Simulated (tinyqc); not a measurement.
A transmission-line measurement read back: specific resistance of a metal-semiconductor contact and its transmission-line measurement. Computed by tinyqc, a small Python program. Command: `OMP_NUM_THREADS=1 python tinyqc.py 3027493 3027494 out.jsonl contact walk`. One thread of a shared host (Intel(R) Xeon(R) Processor @ 2.30GHz), about 0.01 s of CPU time with the checks.

The barrier is parabolic (depletion approximation), energies E are normal energies counted from the band edge in the neutral semiconductor (downwards for holes), and the bias is zero. xi is an input, held fixed when other inputs move.

Inputs (values chosen for the exercise, modelled on n-type silicon):
```
quantity                                           value          unit
tunnelling mass m                                   0.28           m_0
permittivity eps                                    11.7             -
Richardson constant A*                               113  A/(cm^2 K^2)
barrier height phi_B                                0.64            eV
doping N                                         7.1e+19        1/cm^3
Fermi level above the band edge in the bulk, xi    0.046            eV
temperature T                                        300             K
sheet resistance R_sh                                210           ohm
contact length d                                   0.012    micrometre
contact width W                                    0.099    micrometre
```

Image-force lowering: left out.

Constants: hbar = 1.054571817e-34 J s; eps_0 = 8.8541878128e-12 F/m; m_0 = 9.1093837015e-31 kg; k_B = 8.617333262e-05 eV/K; e = 1.602176634e-19 C.

Method:
- E_00 = (e hbar/2) sqrt(N/(eps eps_0 m)); band bending E_b = phi_B + xi; depletion width w = sqrt(2 eps eps_0 E_b/(e^2 N)).
- WKB transmission for E < E_b, with a = E/E_b: D = exp{-(E_b/E_00) [sqrt(1 - a) - a ln((1 + sqrt(1 - a))/sqrt(a))]}; D = 1 above.
- At zero bias 1/rho_c = (e A*/k_B^2) int D(E) f(E) dE, f = 1/(1 + exp((E - xi)/k_B T)); 200 Gauss-Legendre points from 0 to E_b, and k_B T ln(1 + exp((xi - E_b)/k_B T)) for the part above the barrier; the share of tunnelling is the part below.
- Transmission-line model: transfer length L_T = sqrt(rho_c/R_sh); R_c = (R_sh L_T/W) coth(d/L_T). Limits: rho_c/(W d) for d << L_T, sqrt(rho_c R_sh)/W for d >> L_T.
- Transmission-line model: transfer length L_T = sqrt(rho_c/R_sh); R_c = (R_sh L_T/W) coth(d/L_T). Two contacts a gap s apart give R = 2 R_c + R_sh s/W. A straight-line fit gives R_sh from the slope and R_c from the intercept; the simple reading takes L_x = R_c W/R_sh as the transfer length and rho_c = R_sh L_x^2.

R_c W = 6765.20 ohm micrometre

contact resistance R_c = 68335.4 ohm

specific contact resistance rho_c = 8.11723e-07 ohm cm^2

Resistances:
```
gap s (micrometre)     R (ohm)
32                  2.0455e+05
64                  2.7243e+05
130                 4.1243e+05
260                 6.8819e+05
520                 1.2397e+06
```

L_x = 32.215 micrometre

rho_c by the simple reading = 0.0021794 ohm cm^2

simple reading over true value = 2684.9

What does the comparison show, and why?

The simple reading is 2680 times too high, the factor coth^2(d/L_T): it holds only for d above about 2 L_T.
